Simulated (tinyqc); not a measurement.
What each form factor does: empirical-pseudopotential levels.

Empirical pseudopotential on the fcc lattice, atoms at +/- tau, tau = a (1,1,1)/8, no spin-orbit coupling. H(G,G') = c (2 pi/a)^2 |k + G|^2 delta + VS(q) cos(q.tau) + i VA(q) sin(q.tau), q = G - G', c = hbar^2/2m0; k and G in units of 2 pi/a; VS at |q|^2 = 3, 8, 11 and VA at 3, 4, 11, in rydberg, zero elsewhere. The basis is fixed: all 113 G with |G|^2 up to Gcut. Energies are counted from the fourth level at Gamma.

Constants: hbar^2/2m0 = 3.80998211 eV angstrom^2; Ry = 13.60569312 eV.

Parameters, chosen for this exercise (near those of Si; shifted at random, so the results belong to these values and not to a real crystal):

| symbol | value | unit | meaning |
|---|---|---|---|
| a | 5.439 | angstrom | lattice constant |
| VS3 | -0.207 | Ry |  |
| VS8 | 0.042 | Ry |  |
| VS11 | 0.078 | Ry |  |
| VA3 | 0 | Ry |  |
| VA4 | 0 | Ry |  |
| VA11 | 0 | Ry |  |
| Gcut | 20 | (2 pi/a)^2 | largest \|G\|^2 of the fixed basis |

Lowest empty singlet and triplet at Gamma and the valence width there (fixed basis); lowest empty level at X = (1,0,0) and L = (1/2,1/2,1/2) from the valence top, these levels and that top with all |k + G|^2 up to 21. Singlet and triplet count orbital degeneracy. VS3 is VS at |q|^2 = 3, and so on. The row for a keeps the form factors fixed, so it is no model of a real expansion, which changes them too.

One parameter was then changed.

Results before and after:

| case | singlet (eV) | triplet (eV) | X (eV) | L (eV) | width (eV) |
|---|---|---|---|---|---|
| base | 3.902 | 3.327 | 0.844 | 1.841 | 12.623 |
| changed | 3.406 | 3.093 | 0.581 | 1.518 | 12.807 |

Which of these changes was made? (a) VA11 = 0.03 Ry; (b) a = 5.493 angstrom; (c) VA4 = 0.03 Ry; (d) VS8 = 0.032 Ry; (e) VS3 = -0.217 Ry; (f) VA3 = 0.03 Ry; (g) VS11 = 0.068 Ry.

Answer: (g) VS11 = 0.068 Ry. Of the candidates, run in turn, only this one gives the changed row.

All candidates:

| case | singlet (eV) | triplet (eV) | X (eV) | L (eV) | width (eV) |
|---|---|---|---|---|---|
| base | 3.902 | 3.327 | 0.844 | 1.841 | 12.623 |
| a = 5.493 angstrom | 3.915 | 3.352 | 0.972 | 1.910 | 12.318 |
| VS3 = -0.217 Ry | 3.837 | 3.470 | 1.085 | 1.934 | 12.568 |
| VS8 = 0.032 Ry | 3.418 | 3.376 | 0.756 | 1.605 | 12.707 |
| VS11 = 0.068 Ry | 3.406 | 3.093 | 0.581 | 1.518 | 12.807 |
| VA3 = 0.03 Ry | 3.937 | 3.348 | 0.588 | 1.835 | 12.626 |
| VA4 = 0.03 Ry | 3.766 | 3.410 | 0.397 | 1.884 | 12.613 |
| VA11 = 0.03 Ry | 3.772 | 3.287 | 0.561 | 1.782 | 12.634 |

In a diamond crystal a small VA enters the levels at Gamma and L only in second order, by symmetry, but splits the degenerate pair at X in first order.

Computed by tinyqc, a small Python program: `OMP_NUM_THREADS=1 python tinyqc.py 1050402 1050403 out.jsonl` (the numbers bound the seed that draws the inputs); one thread of a shared host (Intel(R) Xeon(R) Processor @ 2.30GHz), about 1 s for the whole set of steps.
